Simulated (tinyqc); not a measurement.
Orbital energy against energy difference: ionisation energy by orbital energies and by energy differences in the 6-31g basis, for BeH2, spin multiplicity 1. Computed by the program tinyqc with PySCF. The cation is unrestricted; errors are against CCSD(T) in this basis, not against experiment.

Geometry (angstrom):
```
atom       x        y       z
Be    0.0000   0.0000  0.0000
H     0.0000   1.2560  0.0020
H     0.0000  -1.2560  0.0020
```

CCSD(T) difference in the same basis = 11.8530 eV

IP-EOM-CCSD = 11.8874 eV

First vertical ionisation energy (eV):
```
method   -e(HOMO)  E(cation) - E  error of -e(HOMO)  error of the difference
HF         12.455       11.66689              0.602                   -0.186
LDA         7.538       11.92345             -4.315                    0.070
PBE         7.562       11.94561             -4.291                    0.093
B3LYP       8.781       12.20118             -3.072                    0.348
PBE0        8.970       12.13199             -2.883                    0.279
LC-wPBE    11.965       12.44504              0.112                    0.592
```

Estimate the missing row, method = CAM-B3LYP.

Computed row:
```
method     -e(HOMO)  E(cation) - E  error of -e(HOMO)  error of the difference
CAM-B3LYP    10.482       12.29455             -1.371                    0.442
```

Koopmans errs by +0.60 eV and Delta-HF by -0.19 eV: relaxation, 0.79 eV, lowers the value and the missing correlation difference works against it. The PBE level is off by -4.3 eV through the wrong tail of its potential, though its energy difference is off by +0.09 eV; exact exchange deepens the level, and among the orbital energies LC-wPBE comes closest; among the differences LDA does.
